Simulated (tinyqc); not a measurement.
Four methods from the same start: geometry relaxation of a small cluster. Computed by tinyqc, a small Python program. Command: `OMP_NUM_THREADS=1 python tinyqc.py 3024438 3024439 out.jsonl relax walk`. One thread of a shared host (Intel(R) Xeon(R) Processor @ 2.30GHz), about 0.01 s of CPU time with the checks.

E = sum_(i<j) phi(r_ij), phi(r) = eps [exp(-2 alpha (r - r0)) - 2 exp(-alpha (r - r0))]; the force on i is -sum_j phi'(r_ij) (R_i - R_j)/r_ij.

Inputs (values chosen for the exercise, for model atoms):
```
quantity                 value           unit
length r0                 2.41       angstrom
well depth eps            0.26             eV
stiffness alpha           1.79     1/angstrom
step factor eta            0.2  angstrom^2/eV
largest number of steps    500              -
```

Potential: Morse. Method: conjugate gradient.

starting positions (angstrom):
```
           x     y      z
atom 1  0.29  0.07  -0.02
atom 2  2.43  0.05      0
atom 3  1.04  1.96  -0.12
atom 4  1.24  0.83   1.91
atom 5  1.32  0.67  -1.87
```

Method:
- Conjugate gradient (Polak-Ribiere): d = F + beta d(old), beta = max(0, F.(F - F(old))/|F(old)|^2), d = F at first; step length from one secant, s = eta (F.d)/(F.d - F(R + eta d).d), replaced by eta if that is not positive; R(new) = R + s d.
- No atom moves more than 0.3 angstrom a step (the whole step is scaled). Stop when the largest force component is below 1e-5 eV/angstrom.
- Hessian at the final positions by central differences of the forces; six eigenvalues vanish (translations and rotations). Steepest descent is stable for eta below 2/lambda_max and contracts the softest mode by 1 - eta lambda_min a step.
- Steepest descent: R(new) = R + eta F.
- BFGS: R(new) = R + B F with the inverse Hessian B = eta 1 at first; with s = R(new) - R, y = F - F(new), rho = 1/(y.s): B(new) = (1 - rho s y^T) B (1 - rho y s^T) + rho s s^T, skipped if y.s is not positive.
- FIRE with unit mass: if F.v > 0, v = (1 - a) v + a |v| F/|F|, and after more than 5 such steps in a row dt = min(1.1 dt, 5 dt0), a = 0.99 a; else v = 0, a = 0.1, and dt = dt/2 (not at the first step). Then v = v + dt F, R(new) = R + dt v. dt0 = sqrt(eta), a = 0.1 at first.
- In this comparison each method may take up to 1500 steps.

contraction of the softest mode = 0.799106

non-zero eigenvalues (eV/angstrom^2): 1.00447  1.00449  2.17545  3.31186  3.31189  3.45088  3.45092  5.91781  7.10919

condition number = 7.07755

Cost:
```
method              steps  force calls  final E (eV)  calls to reach 1e-2
steepest descent       40           41       -2.3740                   11
conjugate gradient     14           29       -2.3740                   15
BFGS                   15           16       -2.3740                    8
FIRE                   99          100       -2.3740                   28
```

What follows from these numbers?

In force calls the order is BFGS (16), conjugate gradient (29), steepest descent (41), FIRE (100). All that converged end at the same energy. Near the minimum steepest descent multiplies the slowest mode by 0.799 in size a step, 10 steps a decade of force, at a condition number of 7.1. On this problem it beats FIRE in force calls.

Extremes, crossings and ranges named in words are read from the listed rows.
